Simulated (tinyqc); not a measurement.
Static screening by free carriers: sweeps and comparisons. A value that a table varies takes the place of the one given here.

kF = (3 pi^2 n/Mv)^(1/3), EF = c kF^2/m with c = hbar^2/2m0, n in 1/angstrom^3 (1e-24 per 1/cm^3), e2 = e^2/(4 pi eps0). Thomas-Fermi: qTF^2 = 6 pi e2 n/(eps EF). Debye: qD^2 = 4 pi e2 n/(eps kB T).

F_j(eta) = (1/Gamma(j + 1)) integral_0^infinity x^j dx/(1 + exp(x - eta)), which tends to exp(eta) for eta << 0.

At finite T: qs^2 = qD^2 F_-1/2(eta)/F_1/2(eta), where n = Mv N F_1/2(eta) and N = 2 (m kB T/(4 pi c))^(3/2) with c = hbar^2/2m0, in 1/angstrom^3; times 1e24 for 1/cm^3.

Donor in the screened potential -(e2/eps) exp(-qs r)/r with the trial function exp(-r/a): E(a) = c/(m a^2) - (e2/eps) 4/(a (2 + qs a)^2), e2 = e^2/(4 pi eps0), c = hbar^2/2m0; isotropic mass.

Constants: hbar^2/2m0 = 3.80998211 eV angstrom^2; e^2/(4 pi eps0) = 14.39964547 eV angstrom; kB = 8.617333262e-05 eV/K; a0 (Bohr radius) = 0.5291772105 angstrom.

Inputs chosen for the exercise (near those of SiC; the results hold for these values, not for the real material): m = 0.3944 m0 (mass of one isotropic valley); Mv = 3 (valleys); eps = 9.51 (background dielectric constant); T = 300 K; n = 1.8e+20 1/cm^3 (carrier density).

## Screening unbinds the donor

All carriers n are taken as free and screen with qs(T); E(a) is minimised over a; a dash marks no bound state. aB = a0 eps/m.

Donor level:
```
n (1/cm^3),n^(1/3) aB,qs aB,E (meV),a/aB
4.0e+15,0.020,0.022,-56.78,1.000
3.0e+16,0.040,0.060,-52.53,1.003
2.0e+17,0.075,0.155,-42.94,1.015
5.0e+17,0.101,0.244,-35.03,1.036
1.0e+18,0.128,0.343,-27.36,1.069
3.0e+18,0.184,0.583,-13.06,1.200
8.0e+18,0.255,0.913,-1.60,1.658
2.0e+19,0.346,1.323,-,-
```

aB = 12.8 angstrom

The level rises from -56.78 meV at the lowest density to -1.60 meV at 8e+18 1/cm^3, against -59.33 meV unscreened. The trial function finds no bound state from 2e+19 1/cm^3 on, where qs aB = 1.32 and n^(1/3) aB = 0.35. This trial function loses binding at qs aB = 1 and the exact Yukawa problem at 1.19; the Mott rule of thumb is n^(1/3) aB = 0.26.

## From Debye to Thomas-Fermi

Screening lengths (angstrom):
```
n (1/cm^3),eta,Debye,Thomas-Fermi,finite T
6.0e+16,-5.74,150.5,19.94,150.6
4.0e+17,-3.83,58.28,14.54,58.50
2.0e+18,-2.19,26.06,11.12,26.55
7.0e+18,-0.85,13.93,9.023,14.82
3.0e+19,1.03,6.730,7.080,8.365
9.0e+19,3.18,3.885,5.895,6.165
4.0e+20,9.24,1.843,4.597,4.620
1.0e+21,17.15,1.166,3.946,3.952
```

Debye is within 5 % of the finite-T length up to 2e+18 1/cm^3 of the densities listed and Thomas-Fermi from 9e+19 on. The length goes as n^-0.50 at the low end and n^-0.17 at the high end, against the limits -1/2 and -1/6. Both limits give too short a length.

## What sets the screening length

All results formed anew. Each row changes one parameter from the base and keeps the others.

Results:
```
case,Debye (angstrom),Thomas-Fermi (angstrom),finite T (angstrom)
base,2.747,5.252,5.337
n = 3.6e+20 1/cm^3,1.943,4.679,4.706
m = 0.5127 m0,2.747,4.606,4.742
eps = 11.412,3.010,5.753,5.847
T = 360 K,3.010,5.252,5.381
Mv = 4,2.747,4.772,4.892
```

The largest shifts from the base row, up to three for each result and ties (the steps differ in size, so this ranks the rows, not the parameters). Debye (angstrom): n -0.805, eps +0.262, T +0.262; unchanged at the printed digits by m and Mv. Thomas-Fermi (angstrom): m -0.646, n -0.573, eps +0.501; unchanged at the printed digits by T. finite T (angstrom): n -0.631, m -0.595, eps +0.509.

tinyqc: `OMP_NUM_THREADS=1 python tinyqc.py 1680106 1680107 out.jsonl`; about 0.01 s, one thread, shared Intel(R) Xeon(R) Processor @ 2.30GHz.
